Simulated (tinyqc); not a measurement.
Inside a calculation: quasiparticle equation with a plasmon-pole self-energy for two band edges. Values are carried at full precision from step to step, so a last printed digit may differ when a step is redone from the rounded ones.

For each edge E = e + X + Sc(E), with the correlation part Sc(E) = A[0]/(E - a + w) + A[1]/(E - b - w); a and b are the valence and conduction energies that enter the Green function (a = ev, b = ec in the one-shot scheme). Z = 1/(1 - dSc/dE), dSc/dE = -A[0]/(E - a + w)^2 - A[1]/(E - b - w)^2.

Inputs chosen for the exercise (scales of the order of those of AlN; shifted at random, so the results belong to these values and not to a real crystal): ev = 0 eV (mean-field valence top); ec = 4.32 eV (mean-field conduction edge); w = 17.5 eV (pole energy); Av = (61.9, 32.9) eV^2 (weights of the valence state on the hole and electron poles); Ac = (35.8, 60.9) eV^2 (the same for the conduction state); Xv = -3.1 eV (exchange minus the mean-field potential, valence); Xc = 3.44 eV (the same, conduction).

## Linearised one-shot correction

Evaluate Sc and its slope at the mean-field energy; E = e + Z (X + Sc).

Terms:

| edge | Sc (eV) | dSc/dE | Z | X + Sc (eV) | E (eV) |
|---|---|---|---|---|---|
| valence | 2.0294 | -0.2712 | 0.7866 | -1.0706 | -0.8422 |
| conduction | -1.8393 | -0.2740 | 0.7849 | 1.6007 | 5.5764 |

gap = 6.4186 eV
gap with Z = 1 = 6.9913 eV

The gap opens by 2.099 eV, 40 % of it by lowering the valence top. Setting Z = 1 would overshoot by 0.573 eV. X and Sc have opposite signs and are each larger than the sum they leave, so both must be converged well.

## Solving the equation for the conduction edge

Newton steps on f(E) = E - ec - Xc - Sc(E) from E = ec; the first step is the linearised result.

Iterates:

| step | E (eV) | Sc (eV) | f (eV) |
|---|---|---|---|
| 0 | 4.32000 | -1.83930 | -1.600697 |
| 1 | 5.57638 | -2.19780 | 0.014181 |
| 2 | 5.56546 | -2.19454 | 0.000001 |
| 3 | 5.56546 | -2.19454 | 0.000000 |

The linearisation errs by +10.9 meV, as the shift is only 0.071 of the pole energy.

## All solutions for the valence state

Multiplying out gives a cubic; give its three roots and their weights Z.

roots (eV): -21.093  -0.837  23.150

weights: 0.1721  0.7770  0.0510

The weights add up to 1. The satellite below lies 20.26 eV from the main peak, 16 % more than w: this scheme places plasmon satellites too far out, and gives one where a cumulant form gives a series.

## Updating the energies in the Green function

Solve both equations exactly, put the results in place of a and b, and repeat five times; w is kept.

Cycles (eV):

| cycle | Ev | Ec | gap |
|---|---|---|---|
| 1 | -0.8372 | 5.5655 | 6.4027 |
| 2 | -0.9182 | 5.7335 | 6.6517 |
| 3 | -0.9237 | 5.7564 | 6.6800 |
| 4 | -0.9235 | 5.7597 | 6.6832 |
| 5 | -0.9233 | 5.7602 | 6.6836 |

The update moves the gap by +281 meV from the one-shot value; each cycle shrinks the change to about 0.11 of the one before.

## Checks

- Sum of the weights of the three roots: both 1.000000.
- Newton result against the root by bisection (eV): both 5.56546.

Program tinyqc; command `OMP_NUM_THREADS=1 python tinyqc.py 1850652 1850653 out.jsonl`; about 0.02 s on one thread of a shared Intel(R) Xeon(R) Processor @ 2.30GHz.
